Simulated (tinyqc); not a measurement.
# Inductance and parasitic capacitance from two readings

Problem. A loss-free coil L in parallel with C shows the apparent inductance L/(1 - w^2 L C), w = 2 pi f. Find L, C and the self-resonance 1/(2 pi sqrt(L C)).

apparent inductance at 1.8 and 4.1 GHz (nH): 6.8480479  14.079367

Solution. The inverse of the reading is 1/L - w^2 C, a straight line in w^2.

L = 6.100 nH
C = 140.0 fF
self-resonance = 5.446 GHz

Numbers from tinyqc (`OMP_NUM_THREADS=1 python tinyqc.py 2302188 2302189 out.jsonl`; about 0.01 s on one thread of a shared Intel Xeon 2.30GHz).
